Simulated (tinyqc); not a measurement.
Mass anisotropy: shallow donor in an anisotropic valley (effective-mass theory).

One valley: H = -c [(d2/dx2 + d2/dy2)/mt + (d2/dz2)/ml] - q/(eps r), c = hbar^2/2m0, q = e^2/(4 pi eps0). Trial function exp(-sqrt((x^2 + y^2)/a^2 + z^2/b^2)) with a > b: T = (c/3)(2/(mt a^2) + 1/(ml b^2)), V = -(q/eps) atan(u/b)/u, u = sqrt(a^2 - b^2). The central cell of the impurity is left out.

Constants: hbar^2/2m0 = 3.80998211 eV angstrom^2; e^2/(4 pi eps0) = 14.39964547 eV angstrom; Ry = 13.60569312 eV; a0 (Bohr radius) = 0.5291772105 angstrom.

Values chosen for the exercise (out of a larger set: near those of a group-V donor in Si; not measured data):

| symbol | value | unit | meaning |
|---|---|---|---|
| mt | 0.187 | m0 | transverse mass |
| eps | 11.6 |  | dielectric constant |
| xs | (1.5, 2.2, 3.8, 4.7, 11, 19, 70, 220) |  | ratios ml/mt |

mt and eps fixed, ml varied. Energies in units of Ry*(mt) = Ry mt/eps^2 and lengths in a*(mt) = a0 eps/mt; the last two columns use one mass, 3/(1/ml + 2/mt) or (ml mt^2)^(1/3).

Results:

| ml/mt | a/a* | b/a | binding | conductivity mass | density-of-states mass |
|---|---|---|---|---|---|
| 1.50 | 0.920 | 0.866 | 1.139 | 1.125 | 1.145 |
| 2.20 | 0.855 | 0.756 | 1.276 | 1.222 | 1.301 |
| 3.80 | 0.777 | 0.624 | 1.477 | 1.326 | 1.560 |
| 4.70 | 0.751 | 0.579 | 1.557 | 1.356 | 1.675 |
| 11.0 | 0.665 | 0.431 | 1.874 | 1.435 | 2.224 |
| 19.0 | 0.623 | 0.357 | 2.072 | 1.462 | 2.668 |
| 70.0 | 0.550 | 0.229 | 2.501 | 1.489 | 4.121 |
| 220 | 0.509 | 0.155 | 2.812 | 1.497 | 6.037 |

The binding grows from 1.14 to 2.81 Ry*(mt); for ml going to infinity the exact problem becomes two-dimensional, with 4 Ry*. The conductivity mass saturates at 1.5 and underbinds, by 13 % at ml/mt = 4.7; the density-of-states mass errs by +8 % there and by +115 % in the last row. With these mt and eps one unit is 18.91 meV.

Computed by tinyqc, a small Python program: `OMP_NUM_THREADS=1 python tinyqc.py 1281407 1281408 out.jsonl` (the numbers bound the seed that draws the inputs); one thread of a shared host (Intel(R) Xeon(R) Processor @ 2.30GHz), about 0.01 s for the whole set of steps.
